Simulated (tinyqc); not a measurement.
Inside a calculation. Model: charge-trap memory cell.

tinyqc, about 0.07 s, one thread, Intel Xeon 2.30GHz (shared host): `OMP_NUM_THREADS=1 python tinyqc.py 2130027 2130028 out.jsonl` Printed values are rounded.

Channel, tunnel oxide, storage layer, blocking layer, gate. N electrons per area sit in a sheet at the centroid and shift the threshold by U = (q/eps0) N (tb/eb + xc tn/en). EOT = t1 + 3.9 (tn/en + tb/eb); tunnel field F = (Vg - U)/EOT; dN/dt = eta (J/q)(1 - N/Nm). Fowler-Nordheim: J = A F^2 exp(-B/F), A = q^2/(16 pi^2 hbar mo phi) (times 1e14 for A/cm^2 with F in V/nm, emitter mass m0), B = (4/3) sqrt(mo/C) phi^1.5, C = hbar^2/(2 m0).

Parameters, values chosen for the exercise; oxide values close to those of silicon dioxide, storage layer close to silicon nitride, blocking layer close to aluminium oxide:
- phi = 3.06 eV (tunnel barrier)
- mo = 0.4 m0 (tunnelling mass)
- t1 = 5.8 nm (tunnel oxide (permittivity 3.9))
- tn = 5.7 nm (storage layer)
- en = 7.4 (its relative permittivity)
- tb = 9.3 nm (blocking layer)
- eb = 9 (its relative permittivity)
- xc = 0.65 (charge centroid, share of tn counted from the blocking side)
- eta = 0.63 (capture efficiency of an empty layer)
- Nm = 1e13 cm^-2 (trap density)
- T = 300 K (storage temperature)
- E1 = 0.87 eV (shallowest trap depth)
- E2 = 1.87 eV (deepest trap depth)
- nu = 1e12 1/s (attempt frequency)
- Vg = 16.3 V (gate voltage less flat band and surface potential)
- d0 = 2e-8 s (first time step)
- gr = 1.8 (growth of the step)
- n = 11 (steps)

Constants: q = 1.602176634e-19 C, kB = 1.380649e-23 J/K, hbar = 1.054571817e-34 J s, m0 = 9.1093837015e-31 kg, Vt = kB T/q, eps0 = 8.8541878128e-14 F/cm where lengths are in cm, hbar^2/(2 m0) = 0.0380998212 eV nm^2. Results are converted to the units shown.

Range of the model: The Fowler-Nordheim form needs F t1 above phi; trap-assisted paths and leakage through the blocking layer are left out.

## Constants of the stack

EOT, the shift for 1e12 electrons per cm^2, the shift with all traps full, and the starting field, current and rate.

EOT = 12.8341 nm
shift for 1e12 cm^-2 = 0.277581 V
shift with all traps full = 2.77581 V
F(0) = 1.27006 V/nm
J(0) = 2.51243 A/cm^2
dN/dt at the start = 9.87927e18 cm^-2 s^-1

## Midpoint steps of growing length

N(half) = N + (d/2) r(N), N(new) = N + d r(N(half)), r = dN/dt; the step starts at d0 and is multiplied by gr each time. Field in the blocking layer (3.9 F + q N/eps0)/eb.

```
step       t (s)   N (cm^-2)    U (V)  F (V/nm)  blocking field (V/nm)
0              0           0  0.00000   1.27006               0.550359
1           2e-8  1.89084e11  0.05249   1.26597               0.552388
2         5.6e-8  4.92789e11  0.13679   1.25940               0.555648
3       1.208e-7  9.48946e11  0.26341   1.24953               0.560544
4     2.37440e-7  1.57676e12  0.43768   1.23596               0.567283
5     4.47392e-7  2.36097e12  0.65536   1.21899               0.575700
6     8.25306e-7  3.25615e12  0.90384   1.19963               0.585308
7     1.50555e-6  4.20739e12  1.16789   1.17906               0.595518
8     2.72999e-6  5.16685e12  1.43422   1.15831               0.605816
9     4.93398e-6  6.09802e12  1.69269   1.13817               0.615811
10    8.90117e-6  6.97290e12  1.93555   1.11925               0.625201
11    1.60421e-5  7.76739e12  2.15608   1.10206               0.633729
```

A converged integration gives U = 2.230 V at the last time; the steps are 3.3 % below that. The tunnel field falls by 13.2 % while the blocking field rises by 15.1 %.

## Retention after ten years

Retention: filled traps are spread evenly in depth from E1 to E2, and each empties at the rate nu exp(-E/kB T). The share left is the mean of exp(-nu t exp(-E/kB T)) = [kB T/(E2 - E1)] [E1x(nu t exp(-E2/kB T)) - E1x(nu t exp(-E1/kB T))], E1x the exponential integral; traps shallower than about Ed = kB T ln(nu t) are empty. t = 3.15576e8 s.

Ed = 1.22024 eV
share left = 0.634839
loss a decade while Ed lies between E1 and E2, kB T ln 10/(E2 - E1) = 0.0595264

The sharp-edge estimate (E2 - Ed)/(E2 - E1) is 0.650; the true edge lies 0.577 kB T deeper.
